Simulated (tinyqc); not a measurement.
# Ten-year voltage from two stress tests

Question. Lifetimes follow tau = t0 exp(B/Vd). Ten years are 3.15576e8 s. Find B, t0 and the drain voltage for ten years.

lifetimes at Vd = 4.8 and 5.5 V (s): 2.7e5  28350.1999

Answer. ln(tau) is linear in 1/Vd.

B = 85.0 V
t0 = 0.00550 s
ten-year voltage = 3.43 V

Numbers from tinyqc (`OMP_NUM_THREADS=1 python tinyqc.py 2550070 2550071 out.jsonl`; about 0.01 s on one thread of a shared Intel Xeon 2.30GHz).
